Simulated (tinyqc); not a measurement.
Comparisons within one model: strained quantum well: band edges, subbands and transparency. A value that a table varies takes the place of the one given here.

Growth on (001), barriers unstrained: tr(e) = e (2 - nu2), Z = b e (1 + nu2); Ec = Ev + Eg + ac tr(e), E_HH = Ev + av tr(e) + Z, E_LH = Ev + av tr(e) - Z (coupling to the split-off band left out).

Masses along z: me, 1/(g1 - 2 g2) for HH, 1/(g1 + 2 g2) for LH, likewise in the barrier; in the plane me, 1/(g1 + g2) for HH and 1/(g1 - g2) for LH (no mixing, which understates the hole masses away from k = 0). Level n solves k L + 2 atan[(k/m)/(kappa/mb)] = n pi, k = sqrt(m E/c), kappa = sqrt(mb (V - E)/c), c = hbar^2/2m0.

Transparency (Bernard-Duraffourg): Fc - Fv equals the lowest transition energy with n = p, n = sum m/(2 pi c) kB T ln(1 + exp((Fc - E)/kB T)) and p likewise over the listed subbands; c = hbar^2/2m0, 1/angstrom^2 = 1e16/cm^2.

Constants: hbar^2/2m0 = 3.80998211 eV angstrom^2; kB = 8.617333262e-05 eV/K; hc = 1239.841984 eV nm.

Inputs chosen for the exercise (near those of a GaAsP/AlGaAs well; the results hold for these values, not for the real material):
- nu2 = 0.917 (2 C12/C11)
- Eg = 1.683 eV (unstrained gap of the well)
- Ev = -0.899 eV (its valence edge)
- ac = -7.39 eV
- av = 1.27 eV (Ev moves by av tr(e))
- b = -1.92 eV (shear potential)
- Egb = 1.916 eV (gap of the barrier)
- Evb = -1 eV (its valence edge)
- L = 62 angstrom (well width)
- me = 0.0802 m0 (electron mass)
- g1 = 6.36 (gamma1)
- g2 = 1.73 (gamma2)
- meb = 0.1 m0
- g1b = 5.7
- g2b = 1.6
- T = 250 K (temperature)
- es = (-0.014, -0.008, -0.003, 0, 0.003, 0.007, 0.012) (strains)
- e = 0.0076 (strain in the plane)
- Ls = (30, 40, 55, 70, 90, 120) angstrom (widths)

## Strain as a design knob

Only the strain is changed; the unstrained gap and the masses are kept.

Results:
```
e (%)  wavelength (nm)  top hole  hh1 - lh1 (meV)  n_tr (1e12/cm^2)  share in top
-1.4               691       hh1              105             0.662          0.86
-0.8               699       hh1               70             0.683          0.80
-0.3               707       hh1               38             0.744          0.66
0.0                713       hh1               19             0.854          0.50
0.3                719       lh1               -1             0.983          0.60
0.7                739       lh1              -28             0.865          0.81
1.2                766       lh1              -61             0.812          0.94
```

n_tr is largest at e = +0.3 % (0.98), where hh1 - lh1 = -1 meV and the top subband holds 60 % of the holes, and smallest, 0.66, at -1.4 %. The top hole level turns from hh to lh, and the light from TE to TM, between 0.0 and +0.3 %. The wavelength runs from 691 to 766 nm.

## Width of the well

All levels anew.

Results:
```
L (angstrom)  wavelength (nm)  top hole  hh1 - lh1 (meV)  n_tr (1e12/cm^2)  share in top  n_tr/L (1e18/cm^3)
30                        702       lh1              -11             0.900          0.73                3.00
40                        719       lh1              -19             0.877          0.78                2.19
55                        736       lh1              -28             0.860          0.82                1.56
70                        747       lh1              -35             0.854          0.85                1.22
90                        757       lh1              -41             0.872          0.83                0.97
120                       766       lh1              -46             0.942          0.78                0.79
```

The wavelength tunes by 64 nm. The sheet density at transparency changes from 0.90 to 0.94, the top hole subband holding 0.73 and 0.78 of the holes at the ends, while the volume density falls by a factor 3.8. Critical thickness and carrier escape are left out.

## What each parameter does

Edge wavelength, hh1 - lh1 and n_tr. Each row changes one parameter from the base and keeps the others.

Results:
```
case             wavelength (nm)  hh1 - lh1 (meV)  n_tr (1e12/cm^2)
base                       741.9            -31.7             0.855
L = 72 angstrom            748.7            -35.6             0.854
e = 0.0056                 731.7            -18.3             0.896
Eg = 1.663 eV              750.1            -31.7             0.854
b = -2.21 eV               743.6            -39.5             0.839
ac = -6.65 eV              739.5            -31.7             0.855
me = 0.0882 m0             742.6            -31.7             0.905
g1 = 6.74                  741.7            -32.0             0.827
T = 290 K                  741.9            -31.7             1.016
```

The largest shifts from the base row, up to three for each result and ties (the steps differ in size, so this ranks the rows, not the parameters). wavelength (nm): e -10.2, Eg +8.2, L +6.8; unchanged at the printed digits by T. hh1 - lh1 (meV): e +13.4, b -7.8, L -3.9; unchanged at the printed digits by Eg, ac, me and T. n_tr (1e12/cm^2): T +0.161, me +0.050, e +0.041; unchanged at the printed digits by ac.

Computed by tinyqc, a small Python program: `OMP_NUM_THREADS=1 python tinyqc.py 1250266 1250267 out.jsonl` (the numbers bound the seed that draws the inputs); one thread of a shared host (Intel(R) Xeon(R) Processor @ 2.30GHz), about 0.01 s for the whole set of steps.
